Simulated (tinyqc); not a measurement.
MP2 on RHF in the 3-21g basis, for He, spin multiplicity 1, step by step. One step of it, computed by the program tinyqc.

Problem. Iteration 8 (converged): orbitals. Diagonalise F' = X^T F X, C = X C', fill 1 alpha and 1 beta electrons from the bottom; D = 2 C_occ C_occ^T. Each column has its largest component positive (the first on a tie).

converged F (hartree), order 1He 1s, 1He 2s:
```
[[-0.070801, -1.118003],
 [-1.118003, -0.499364]]
```

X, order 1He 1s, 1He 2s:
```
[[1.111407, 0.559855],
 [-1.111407, 0.559855]]
```

Give: F' = X^T F X; orbital energies; coefficients C; D after iteration 8.

Solution.

F' = X^T F X (hartree):
```
[[2.0577, 0.2667],
 [0.2667, -0.8796]]
```

orbital energies (hartree): [-0.9036, 2.0817]

coefficients C, order 1He 1s, 1He 2s:
```
[[0.4579, 1.1571],
 [0.6573, -1.0567]]
```

D after iteration 8, order 1He 1s, 1He 2s:
```
[[0.4194, 0.6020],
 [0.6020, 0.8640]]
```
